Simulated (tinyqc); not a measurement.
Optical transitions of a finite quantum well, step by step. Values are carried at full precision from step to step, so a last printed digit may differ when a step is redone from the rounded ones.

Each carrier sees a square well of width L with its own depth V and masses m (inside), mb (outside); c = hbar^2/2m0, k = sqrt(m E/c), kappa = sqrt(mb (V - E)/c), and level n solves k L + 2 atan[(k/m)/(kappa/mb)] = n pi. The envelope is cos(kz) for odd n and sin(kz) for even n inside, joins exp(-kappa (|z| - L/2)) outside, and is normalised to 1. Excitons and band mixing are left out.

Constants: hbar^2/2m0 = 3.80998211 eV angstrom^2; hc = 1239.841984 eV nm; fine-structure constant alpha = 0.007297352564.

Inputs chosen for the exercise (near those of a GaAs well in AlGaAs; shifted at random, so the results belong to these values and not to a real crystal): L = 93 angstrom (well width); Eg = 1.491 eV (gap of the well); Vc = 0.332 eV (conduction offset); Vv = 0.184 eV (valence offset); me = 0.0669 m0 (electron, well); meb = 0.101 m0 (electron, barrier); mh = 0.348 m0 (heavy hole along z, well); mhb = 0.388 m0 (heavy hole, barrier); ml = 0.0877 m0 (light hole along z, well); mlb = 0.1092 m0 (light hole, barrier); Ns = 0.3 x 1e12/cm^2 (electrons in e1); n_r = 3.35 (refractive index); G = 12 meV (half width of the line).

## Confinement energies

Up to three levels for each carrier.

Levels:
```
level  E (eV)  k (1/angstrom)  kappa (1/angstrom)
e1     0.0359         0.02509             0.08860
e2     0.1424         0.05000             0.07090
e3     0.3027         0.07290             0.02789
hh1    0.0090         0.02872             0.13349
hh2    0.0359         0.05725             0.12281
hh3    0.0797         0.08531             0.10307
lh1    0.0263         0.02459             0.06724
lh2    0.1017         0.04838             0.04858
```

## Interband transitions

From e1 and e2 to each hole level: E = Eg + E_e + E_h, wavelength hc/E, squared overlap of the envelopes, and the strength |<S|p|v>|^2 in units of P^2 at the subband edge: overlap^2 times 1/2 (hh) or 1/6 (lh) for light polarised in the plane (TE), times 0 (hh) or 2/3 (lh) along z (TM).

Transitions:
```
pair    E (eV)  wavelength (nm)  overlap^2      TE      TM
e1-hh1  1.5359            807.2     0.9864  0.4932  0.0000
e1-lh1  1.5531            798.3     0.9982  0.1664  0.6655
e1-hh2  1.5627            793.4     0.0000  0.0000  0.0000
e1-hh3  1.6065            771.7     0.0085  0.0042  0.0000
e1-lh2  1.6285            761.3     0.0000  0.0000  0.0000
e2-hh1  1.6424            754.9     0.0000  0.0000  0.0000
e2-lh1  1.6596            747.1     0.0000  0.0000  0.0000
e2-hh2  1.6693            742.8     0.9517  0.4759  0.0000
e2-hh3  1.7131            723.8     0.0000  0.0000  0.0000
e2-lh2  1.7350            714.6     0.9864  0.1644  0.6576
```

The edge is e1-hh1 at 807 nm. Pairs of opposite parity vanish exactly; e1-hh3 is allowed by parity and reaches 0.0085, only because the two envelopes leak differently into the barriers.

## Intersubband transitions from e1

z_1j = <1|z|j>; 1/m1 = <1|1/m|1>; f_1j = (m1/c)(E_j - E_1) z_1j^2, which sums to 1 over all bound and continuum states.

Transitions:
```
pair  E (meV)  wavelength (micrometre)  |z| (angstrom)       f
1-2     106.5                    11.64           22.72  0.9747
1-3     266.8                     4.65            0.00  0.0000
```

m1 = 0.0675 m0
sum of f over bound states = 0.9747

The continuum carries the remaining 0.0253. With hard walls z_12 = 16 L/(9 pi^2) = 16.75 angstrom and f_12 = 256/(27 pi^2) = 0.9607.

## Absorption of one well

For light polarised along z (a real waveguide or Brewster geometry adds an angle factor), with all electrons in e1 and none in e2, the peak fractional absorption is 4 pi alpha Ns c f_12/(n_r m1 G) and the area under the Lorentzian line is pi G times that, c = hbar^2/2m0; 1e12/cm^2 = 1e-4/angstrom^2. EF - E1 = 2 pi c Ns/m1 at zero temperature.

peak absorption = 0.376 %
area = 14.19 % meV
EF - E1 = 10.6 meV

EF lies below e2, as assumed.

## Checks

- Sum of f over all levels of a difference grid (60 cells across the well) against 1: 0.999 against 1.000.
- The strength f_12 on that grid against the matched envelopes: 0.974 against 0.975.

(tinyqc, `OMP_NUM_THREADS=1 python tinyqc.py 1251614 1251615 out.jsonl`, Intel(R) Xeon(R) Processor @ 2.30GHz, 1 thread, shared host, about 0.07 s.)
